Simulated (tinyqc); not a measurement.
Tight binding, dimerised chain, step by step. One step of it, computed by the program tinyqc.

Question. Open chain of 5 cells. The same hoppings without the wrap-around bond.

H of the open chain (eV), lower triangle:
```
            1          2          3          4          5          6          7          8
1    0.000000
2   -1.280000   0.000000
3    0.000000  -1.760000   0.000000
4    0.000000   0.000000  -1.280000   0.000000
5    0.000000   0.000000   0.000000  -1.760000   0.000000
6    0.000000   0.000000   0.000000   0.000000  -1.280000   0.000000
7    0.000000   0.000000   0.000000   0.000000   0.000000  -1.760000   0.000000
8    0.000000   0.000000   0.000000   0.000000   0.000000   0.000000  -1.280000   0.000000
9    0.000000   0.000000   0.000000   0.000000   0.000000   0.000000   0.000000  -1.760000
10   0.000000   0.000000   0.000000   0.000000   0.000000   0.000000   0.000000   0.000000

            9        10
9    0.000000
10  -1.280000  0.000000
```

Give: levels; weights of the highest filled level on the sites.

Answer.

levels (eV): -2.9164  -2.5555  -1.9860  -1.2523  -0.1854  0.1854  1.2523  1.9860  2.5555  2.9164

weights of the highest filled level on the sites: 0.2695  0.0057  0.1366  0.0246  0.0636  0.0636  0.0246  0.1366  0.0057  0.2695

The bulk gap runs from -0.4800 to 0.4800 eV; 2 level(s) of this chain lie inside it: end states, which need the weaker bond inside the cell and a chain longer than their decay length.
